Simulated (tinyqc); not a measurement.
Worked calculation: plane-wave Kohn-Sham cycle with exchange-only LDA in a layered model solid. One step of it, computed by the program tinyqc.

Task: Iteration 2: potential. V_H(G) = 4 pi rho(G)/G^2 for G != 0 (uniform background); v_x = -(3 rho/pi)^(1/3); V = V_ext + V_H + v_x; Fourier components f(G_m) = (1/N) sum_j f(x_j) exp(-i G_m x_j).

A solid whose potential varies along x alone (atomic units):

| parameter | value |
|---|---|
| period a | 9.800000 |
| cross-section of the cell | 10.000000 |
| electrons per cell | 4 |
| grid points | 16 |
| plane waves -n..n, n | 2 |
| k points | 3 |
| V1 in V1 cos(2 pi x/a) | -0.690000 |
| V2 in V2 cos(4 pi x/a) | -0.010000 |

density after iteration 1 (e/bohr^3): 0.04533501  0.04715325  0.04917160  0.04651987  0.04026355  0.03536035  0.03391673  0.03423183  0.03449185  0.03423183  0.03391673  0.03536035  0.04026355  0.04651987  0.04917160  0.04715325

Give: Potentials on the grid; V(G_m), m = 0, 1, 2, ....

Result:

Potentials on the grid (hartree):

| x | V_ext | V_H | v_x | V |
|---|---|---|---|---|
| 0.0000 | -0.7000 | 0.2359 | -0.3511 | -0.8152 |
| 0.6125 | -0.6445 | 0.2245 | -0.3558 | -0.7759 |
| 1.2250 | -0.4879 | 0.1830 | -0.3608 | -0.6657 |
| 1.8375 | -0.2570 | 0.1042 | -0.3542 | -0.5070 |
| 2.4500 | 0.0100 | -5.28e-05 | -0.3375 | -0.3276 |
| 3.0625 | 0.2711 | -0.1023 | -0.3232 | -0.1544 |
| 3.6750 | 0.4879 | -0.1802 | -0.3188 | -0.0111 |
| 4.2875 | 0.6304 | -0.2263 | -0.3197 | 0.0843 |
| 4.9000 | 0.6800 | -0.2414 | -0.3206 | 0.1181 |
| 5.5125 | 0.6304 | -0.2263 | -0.3197 | 0.0843 |
| 6.1250 | 0.4879 | -0.1802 | -0.3188 | -0.0111 |
| 6.7375 | 0.2711 | -0.1023 | -0.3232 | -0.1544 |
| 7.3500 | 0.0100 | -5.28e-05 | -0.3375 | -0.3276 |
| 7.9625 | -0.2570 | 0.1042 | -0.3542 | -0.5070 |
| 8.5750 | -0.4879 | 0.1830 | -0.3608 | -0.6657 |
| 9.1875 | -0.6445 | 0.2245 | -0.3558 | -0.7759 |

V(G_m), m = 0, 1, 2, ... (hartree): -0.3382  -0.2324  -0.0053  -0.0009  0.0001
